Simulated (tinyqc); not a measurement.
Stretching all distances: RHF, UHF, MP2, CISD and CCSD against full CI in the sto-3g basis, for H6, spin multiplicity 1. Computed by the program tinyqc with PySCF. All coordinates are multiplied by the scale. c0^2 is the weight of the RHF determinant in the lowest singlet FCI state (UHF is spin-contaminated and may lie near states of higher spin) and n(LUMO) the first natural occupation beyond the occupied space.

Geometry (angstrom):
```
atom       x       y       z
H     0.0000  0.0000  0.0000
H     0.0000  0.0000  0.7280
H     0.0000  0.0000  1.7240
H     0.0000  0.0000  2.4520
H     0.0000  0.0000  3.4490
H     0.0000  0.0000  4.1760
```

Full CI energy (hartree) and errors against it (kcal/mol):
```
scale  distance 1-2 (angstrom)    E(FCI)      RHF     UHF     MP2    CISD   CCSD  <S^2> UHF   c0^2  n(LUMO)
0.930                    0.677  -3.24980   33.311  33.311   9.871   0.531  0.061      0.000  0.972    0.032
1.250                    0.910  -3.31769   52.989  52.989  19.437   2.023  0.139      0.000  0.937    0.064
1.570                    1.143  -3.19824   84.264  83.398  35.635   6.620  0.298      0.249  0.867    0.121
2.200                    1.602  -2.94877  189.611  59.471  91.209  38.884  0.518      2.321  0.599    0.346
```

Estimate the missing row, scale = 1.88.

Computed row:
```
scale  distance 1-2 (angstrom)    E(FCI)      RHF     UHF     MP2    CISD   CCSD  <S^2> UHF   c0^2  n(LUMO)
1.880                    1.369  -3.06115  128.974  85.104  59.514  17.565  0.474      1.549  0.753    0.214
```

UHF parts from RHF first at scale 1.57 of those listed, where <S^2> leaves zero. The weight c0^2 goes from 0.97 to 0.60 and n(LUMO) from 0.03 to 0.35: static correlation grows as the bonds break into open-shell fragments. The spread of the error along the curve, which distorts its shape, is CCSD 0.5, CISD 38.4, UHF 51.8, MP2 81.3, RHF 156.3 kcal/mol. The table stops here: at scale 2.52 and beyond, the reference weight falls under 0.45 or RHF, UHF or CCSD hop between solutions, so those rows were left out and the spreads given cover only the rows shown. As computed, partly on other solutions, the errors there reach in size RHF 329, UHF 34, MP2 148, CISD 105, CCSD 0 kcal/mol.
